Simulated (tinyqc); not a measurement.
# Fully depleted semiconductor-on-insulator film with two gates, non-linear Poisson equation by Newton steps: threshold and coupling against the film thickness

One dimension across the film, front interface at x = 0, back interface at x = ts. psi is counted from the intrinsic level, n = ni exp(psi/Vt) (source grounded), holes neglected, acceptors ionised. Gates act through Cox = eps0 eox/tox and Cbox = 3.9 eps0/tb with potentials G1 = Vg - (phiM - chi - Vt ln(Nc/ni)) and G2 = Vb - (phiB - chi - Vt ln(Nc/ni)). Classical Boltzmann densities, no interface charge, no depletion in the back plane.

ni = sqrt(Nc Nv) exp(-Eg/(2 Vt)), Eg in volts. The Poisson equation eps0 eps_r d2psi/dx2 = q (n + Na), with -eps0 eps_r dpsi/dx = Cox (G1 - psi) at x = 0 and eps0 eps_r dpsi/dx = Cbox (G2 - psi) at x = ts, is solved on 300 equal intervals with half boxes at both ends; N_inv is the trapezoid sum of n. VT is the Vg for N_inv = 1e11 cm^-2; -dVT/dVb from the linearised equation. Limits with Cs = eps0 eps_r/ts: front channel Cs Cbox/(Cox (Cs + Cbox)), back channel Cbox (Cox + Cs)/(Cox Cs). Swing at N_inv = 1e8 cm^-2.

Parameters, values chosen for the exercise; band and dielectric values close to those of silicon:
- T = 250 K (temperature)
- Eg = 1.12 eV (band gap)
- eps_r = 11.5 (relative permittivity)
- Nc = 2.14e19 cm^-3 (conduction-band density of states at T)
- Nv = 2.04e19 cm^-3 (valence-band density of states at T)
- chi = 3.99 eV (electron affinity)
- eox = 7.5 (relative permittivity of the gate insulator (close to silicon nitride))
- tox = 4.8 nm (insulator thickness)
- tb = 12 nm (buried-oxide thickness (eps_r 3.9))
- Na = 1e15 cm^-3 (acceptor density of the film)
- phiM = 4.17 eV (work function of the front gate)
- phiB = 5.04 eV (work function of the back plane)
- Vb = 0 V (back-gate voltage)

Constants: q = 1.602176634e-19 C, kB = 1.380649e-23 J/K, Vt = kB T/q, eps0 = 8.8541878128e-14 F/cm where lengths are in cm. Results are converted to the units shown.

Result of one run:

| VT (V) | centroid/ts at VT | -dVT/dVb | front-channel limit | back-channel limit | swing (mV/decade) |
|---|---|---|---|---|---|
| 0.250 | 0.0577 | 0.155 | 0.131 | 0.801 | 57.6 |

Which film thickness ts gave this result: 5.6, 11, 21 or 29 nm?

ts = 21 nm.

The whole series:

| ts (nm) | VT (V) | centroid/ts at VT | -dVT/dVb | front-channel limit | back-channel limit | swing (mV/decade) |
|---|---|---|---|---|---|---|
| 4 | 0.314 | 0.202 | 0.212 | 0.187 | 0.321 | 60.3 |
| 5.6 | 0.306 | 0.155 | 0.205 | 0.180 | 0.366 | 60.0 |
| 7.7 | 0.296 | 0.120 | 0.196 | 0.171 | 0.426 | 59.6 |
| 11 | 0.282 | 0.0907 | 0.184 | 0.159 | 0.519 | 59.0 |
| 15 | 0.268 | 0.0722 | 0.171 | 0.146 | 0.632 | 58.4 |
| 21 | 0.250 | 0.0577 | 0.155 | 0.131 | 0.801 | 57.6 |
| 29 | 0.231 | 0.0477 | 0.138 | 0.114 | 1.03 | 56.8 |
| 40 | 0.211 | 0.0404 | 0.121 | 0.0976 | 1.34 | 55.9 |

As ts goes from 4 to 40, VT falls from 0.314 to 0.211 V, the centroid falls from 0.202 to 0.0404 of ts and -dVT/dVb falls from 0.212 to 0.121. The coupling covers 18.5 % of the way from the front-channel to the back-channel limit in the first row and 1.90 % in the last. For ts = 4, 5.6, 7.7 the film is thin enough for confinement to raise VT, which is left out.

Numbers from tinyqc (`OMP_NUM_THREADS=1 python tinyqc.py 2190048 2190049 out.jsonl`; about 0.4 s on one thread of a shared Intel Xeon 2.30GHz).
